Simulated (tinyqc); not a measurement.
# Surface potential of a MOS transistor: implicit equation and explicit approximations: what changes with what

p-type body, charge-sheet picture, depletion and inversion only, full ionisation (an idealisation for deep acceptors), Boltzmann statistics (rough once Na exp(x - xn) passes about Nc/7). In units of Vt: xg = (Vg - Vfb)/Vt, x = psi/Vt, G = gamma/sqrt(Vt), xn = (2 phiF + Vc)/Vt. The implicit equation is (xg - x)^2 = G^2 [x - 1 + exp(x - xn)] for x above about 3. Cox = eps0 eox/tox.

Inputs (values chosen for the exercise); band and dielectric values close to those of silicon:
```
symbol,value,unit,meaning
T,300,K,temperature
Eg,1.12,eV,band gap
eps_r,11.6,,relative permittivity
Nc,2.84e19,cm^-3,conduction-band density of states at T
Nv,2.62e19,cm^-3,valence-band density of states at T
eox,7.41,,relative permittivity of the gate insulator (close to silicon nitride)
tox,4.9,nm,insulator thickness
Na,2.6e16,cm^-3,acceptor density
Vfb,-0.47,V,flat-band voltage
Vc,0,V,channel-body voltage
Vg,0.82,V,gate-body voltage
```

Constants: q = 1.602176634e-19 C, kB = 1.380649e-23 J/K, Vt = kB T/q, eps0 = 8.8541878128e-14 F/cm where lengths are in cm. Results are converted to the units shown.

Each table varies one quantity; the others keep the values above.

## Accuracy of the approximations against gate voltage

ni = sqrt(Nc Nv) exp(-Eg/(2 Vt)), Eg in volts; phiF = Vt ln(Na/ni); gamma = sqrt(2 q eps0 eps_r Na)/Cox; VT = Vfb + Vt (xn + G sqrt(xn - 1)). Depletion value a = 1 + [sqrt(G^2/4 + xg - 1) - G/2]^2; inversion value b = xn + ln[(xg - xn)^2/G^2 - xn + 1] and first guess y = min(a, b) - ln(1 + exp(-|a - b|)) if a > xn + 1, else b = y = a; one second-order correction with D = exp(y - xn), p = 2 (xg - y) + G^2 (1 + D), w = (xg - y)^2 - G^2 (y - 1 + D): z = y + 2 w/(p + sqrt(p^2 - 2 (2 - G^2 D) w)), or the Newton step z = y + w/p where the root is not real. N_inv = (Cox Vt G/q) [sqrt(x - 1 + exp(x - xn)) - sqrt(x - 1)] at the root. Lambert form (Cox m Vt/q) W0[(G/(2 m sqrt(xn - 1))) exp((Vg - VT)/(m Vt))], m = 1 + G/(2 sqrt(xn - 1)). Errors under 1e-4 mV, and the linear form below VT, are printed as 0.

Accuracy of the approximations against gate voltage:

| Vg (V) | psi (V) | x - xn | error of y (mV) | error of z (mV) | N_inv (cm^-2) | Cox (Vg - VT)/q (cm^-2) | Lambert form (cm^-2) |
|---|---|---|---|---|---|---|---|
| -0.05 | 0.37895 | -14.754 | 0 | 0 | 4914.9 | 0 | 3072.6 |
| 0.15 | 0.56908 | -7.3991 | 7.08e-4 | 0 | 6.1951e6 | 0 | 5.2140e6 |
| 0.35 | 0.75980 | -0.021612 | 0.972 | 0 | 8.4528e9 | 3.5952e9 | 8.5192e9 |
| 0.55 | 0.88360 | 4.7673 | 31.6 | 11.6 | 6.0516e11 | 1.6750e12 | 6.9173e11 |
| 0.75 | 0.92804 | 6.4861 | 24.4 | 7.97 | 1.8916e12 | 3.3465e12 | 2.1123e12 |
| 0.95 | 0.95312 | 7.4563 | 18.2 | -4.94 | 3.3458e12 | 5.0179e12 | 3.6601e12 |
| 1.15 | 0.97045 | 8.1265 | 14.6 | -1.52 | 4.8673e12 | 6.6894e12 | 5.2505e12 |
| 1.35 | 0.98363 | 8.6363 | 12.3 | -0.760 | 6.4247e12 | 8.3608e12 | 6.8618e12 |
| 1.55 | 0.99423 | 9.0467 | 10.7 | -0.449 | 8.0044e12 | 1.0032e13 | 8.4855e12 |

psi rises from 0.379 to 0.994 V and ends 9.0 Vt above 2 phiF + Vc. Among the rows the first guess is off by at most 32 mV (at Vg = 0.55 V) and the corrected value by at most 12 mV. In the last row the linear form is 25 % above N_inv and the Lambert form 6.0 % above it; in the first row the Lambert form is 37 % below it. For Vg = 0.75, 0.95, 1.15, 1.35, 1.55 the electron quasi-Fermi level lies less than 2 Vt below the band edge at the surface, or above it, where degeneracy and confinement, left out, matter.

## Effect of the insulator thickness at fixed gate voltage

Same model as above.

Effect of the insulator thickness at fixed gate voltage:

| tox (nm) | psi (V) | x - xn | error of y (mV) | error of z (mV) | N_inv (cm^-2) | Cox (Vg - VT)/q (cm^-2) | Lambert form (cm^-2) |
|---|---|---|---|---|---|---|---|
| 1.6 | 0.9887 | 8.834 | 29.3 | 11.1 | 7.144e12 | 1.306e13 | 8.450e12 |
| 2.2 | 0.9745 | 8.285 | 27.0 | 9.64 | 5.309e12 | 9.364e12 | 6.150e12 |
| 3.1 | 0.9591 | 7.688 | 24.6 | 8.22 | 3.813e12 | 6.502e12 | 4.327e12 |
| 4.2 | 0.9452 | 7.151 | 22.7 | 7.10 | 2.808e12 | 4.669e12 | 3.134e12 |
| 5.7 | 0.9310 | 6.602 | 20.9 | 6.12 | 2.030e12 | 3.310e12 | 2.232e12 |
| 7.8 | 0.9161 | 6.023 | 19.2 | 5.27 | 1.418e12 | 2.286e12 | 1.538e12 |
| 11 | 0.8989 | 5.358 | 17.8 | -3.75 | 9.166e11 | 1.477e12 | 9.811e11 |
| 15 | 0.8821 | 4.708 | 17.0 | -2.77 | 5.794e11 | 9.511e11 | 6.137e11 |

What does the table show?

As tox goes from 1.6 to 15, psi falls from 0.989 to 0.882 V, x - xn falls from 8.83 to 4.71 and N_inv falls from 7.14e12 to 5.79e11 cm^-2. The Lambert form lies between 1.06 and 1.18 times N_inv. For tox = 1.6, 2.2, 3.1, 4.2, 5.7, 7.8, 11 the electron quasi-Fermi level lies less than 2 Vt below the band edge at the surface, or above it, where degeneracy and confinement, left out, matter.

Numbers from tinyqc (`OMP_NUM_THREADS=1 python tinyqc.py 2122118 2122119 out.jsonl`; about 0.01 s on one thread of a shared Intel Xeon 2.30GHz).
